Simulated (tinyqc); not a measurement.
Isotype n-N heterojunction, non-linear Poisson equation by Newton steps, Boltzmann statistics: two steps of the calculation.

One dimension, material 1 (n-type) at x < 0 and material 2 (n-type) at x > 0. Band edges: Ec = -psi in material 1 and -psi + dEc in material 2, Ev = Ec - Eg. Equilibrium, Fermi level at 0. n = Nc F((EFn - Ec)/Vt), p = Nv F((Ev - EFp)/Vt), with F(eta) = exp(eta) (Boltzmann statistics); full ionisation, no interface charge, classical densities; the doping types are chosen for the exercise.

Inputs (values chosen for the exercise); band and dielectric values those of a made-up pair: temperature T = 400 K; band gap of material 1 Eg1 = 1.44 eV; conduction-band density of states of material 1 Nc1 = 7.61e17 cm^-3; valence-band density of states of material 1 Nv1 = 1.77e19 cm^-3; band gap of material 2 Eg2 = 1.27 eV; conduction-band density of states of material 2 Nc2 = 6.91e17 cm^-3; valence-band density of states of material 2 Nv2 = 1.4e19 cm^-3; conduction-band offset Ec2 - Ec1 dEc = 0.26 eV; donor density of material 1 N1 = 4.7e16 cm^-3; donor density of material 2 N2 = 1.9e16 cm^-3; bias of side 1 against side 2 V = 0 V.

Constants: q = 1.602176634e-19 C, kB = 1.380649e-23 J/K, Vt = kB T/q. Results are converted to the units shown.

Question 1. Densities, residual and Jacobian diagonal. n_i = Nc F(a_n), a_n = (V - Ec_i)/Vt; p_i = Nv F(a_p), a_p = (Ec_i - Eg)/Vt; rho_i = p_i - n_i + C_i with C = +N1 or +N2; g_i = (n_i + p_i)/Vt. Box widths w_i = (h_(i-1) + h_i)/2 in cm. Residual F_i = a_i (psi_(i+1) - psi_i) - a_(i-1) (psi_i - psi_(i-1)) + q rho_i w_i; Jacobian: a_(i-1) and a_i beside the diagonal, b_i = -a_(i-1) - a_i - q g_i w_i on it. The two end nodes are fixed.

| node | x (nm) | psi at the start (V) | material |
|---|---|---|---|
| 0 | -199 | -0.09597937 | 1 |
| 1 | -127 | -0.09468511 | 1 |
| 2 | -75.3 | -0.08571677 | 1 |
| 3 | -37.5 | -0.05468659 | 1 |
| 4 | -10 | -0.00328687 | 1 |
| 5 | 10 | 0.04343503 | 2 |
| 6 | 36.9 | 0.09399684 | 2 |
| 7 | 73.1 | 0.12494719 | 2 |
| 8 | 122 | 0.13454226 | 2 |
| 9 | 187 | 0.13601516 | 2 |
| 10 | 276 | 0.13612456 | 2 |
| 11 | 395 | 0.13612753 | 2 |

| interval | coupling a_i (F/cm^2) |
|---|---|
| 0 | 1.3158307e-7 |
| 1 | 1.8324915e-7 |
| 2 | 2.5063442e-7 |
| 3 | 3.4450840e-7 |
| 4 | 4.8024788e-7 |
| 5 | 3.6206716e-7 |
| 6 | 2.6904991e-7 |
| 7 | 1.9917396e-7 |
| 8 | 1.4984010e-7 |
| 9 | 1.0943378e-7 |
| 10 | 8.1845434e-8 |

psi_L = -0.095979367 V
psi_R = 0.13612753 V

Find: n; p; residual F; diagonal b.

Answer 1.

| node | n (cm^-3) | p (cm^-3) |
|---|---|---|
| 0 | 4.700e16 | 206.1 |
| 1 | 4.880e16 | 198.5 |
| 2 | 6.330e16 | 153.0 |
| 3 | 1.557e17 | 62.20 |
| 4 | 6.918e17 | 14.00 |
| 5 | 1.291e15 | 7.472e5 |
| 6 | 5.597e15 | 1.723e5 |
| 7 | 1.374e16 | 7.021e4 |
| 8 | 1.815e16 | 5.315e4 |
| 9 | 1.894e16 | 5.093e4 |
| 10 | 1.900e16 | 5.077e4 |
| 11 | 1.900e16 | 5.076e4 |

| node | residual F (1e-7 C/cm^2) | diagonal b (F/cm^2) |
|---|---|---|
| 1 | -0.003 | -1.718e-6 |
| 2 | -0.056 | -1.751e-6 |
| 3 | -0.469 | -2.958e-6 |
| 4 | -2.406 | -8.462e-6 |
| 5 | 0.025 | -8.564e-7 |
| 6 | -0.032 | -7.132e-7 |
| 7 | -0.028 | -7.399e-7 |
| 8 | -0.009 | -8.294e-7 |
| 9 | -0.001 | -9.371e-7 |
| 10 | 0.000 | -1.110e-6 |

Question 2. Newton step. Solve the tridiagonal system a_(i-1) d_(i-1) + b_i d_i + a_i d_(i+1) = -F_i for nodes 1 to 10, with d = 0 on fixed nodes. Each component d is damped to sign(d) Vt ln(1 + |d|/Vt) before it is added.

| interval | coupling a_i (F/cm^2) |
|---|---|
| 0 | 1.3158307e-7 |
| 1 | 1.8324915e-7 |
| 2 | 2.5063442e-7 |
| 3 | 3.4450840e-7 |
| 4 | 4.8024788e-7 |
| 5 | 3.6206716e-7 |
| 6 | 2.6904991e-7 |
| 7 | 1.9917396e-7 |
| 8 | 1.4984010e-7 |
| 9 | 1.0943378e-7 |
| 10 | 8.1845434e-8 |

| node | diagonal b (F/cm^2) | residual F (C/cm^2) |
|---|---|---|
| 1 | -1.6846474e-6 | 5.8370834e-11 |
| 2 | -1.5521620e-6 | -3.6733888e-10 |
| 3 | -2.0922320e-6 | -1.6669410e-8 |
| 4 | -4.8729158e-6 | -1.1277440e-7 |
| 5 | -8.5074773e-7 | 1.1491576e-9 |
| 6 | -6.8217435e-7 | -1.0848605e-9 |
| 7 | -6.6723793e-7 | -5.0386242e-10 |
| 8 | -7.7638761e-7 | 5.9733305e-11 |
| 9 | -9.2104935e-7 | 2.0715337e-11 |
| 10 | -1.1072651e-6 | 8.4916773e-13 |

| node | psi after iteration 1 (V) |
|---|---|
| 0 | -0.09597937 |
| 1 | -0.09550737 |
| 2 | -0.09134571 |
| 3 | -0.07042355 |
| 4 | -0.02516525 |
| 5 | 0.02578871 |
| 6 | 0.07763505 |
| 7 | 0.11421808 |
| 8 | 0.13051481 |
| 9 | 0.13519009 |
| 10 | 0.13603422 |
| 11 | 0.13612753 |

Give: Newton step d, before damping; psi after iteration 2.

Answer 2.

| node | Newton step d, before damping (V) |
|---|---|
| 1 | -0.00021 |
| 2 | -0.00228 |
| 3 | -0.01252 |
| 4 | -0.02596 |
| 5 | -0.01965 |
| 6 | -0.01491 |
| 7 | -0.00732 |
| 8 | -0.00186 |
| 9 | -0.00028 |
| 10 | -0.00003 |

| node | psi after iteration 2 (V) |
|---|---|
| 0 | -0.0960 |
| 1 | -0.0957 |
| 2 | -0.0936 |
| 3 | -0.0811 |
| 4 | -0.0445 |
| 5 | 0.0102 |
| 6 | 0.0652 |
| 7 | 0.1076 |
| 8 | 0.1287 |
| 9 | 0.1349 |
| 10 | 0.1360 |
| 11 | 0.1361 |

tinyqc, about 0.02 s, one thread, Intel Xeon 2.30GHz (shared host): `OMP_NUM_THREADS=1 python tinyqc.py 2040113 2040114 out.jsonl`
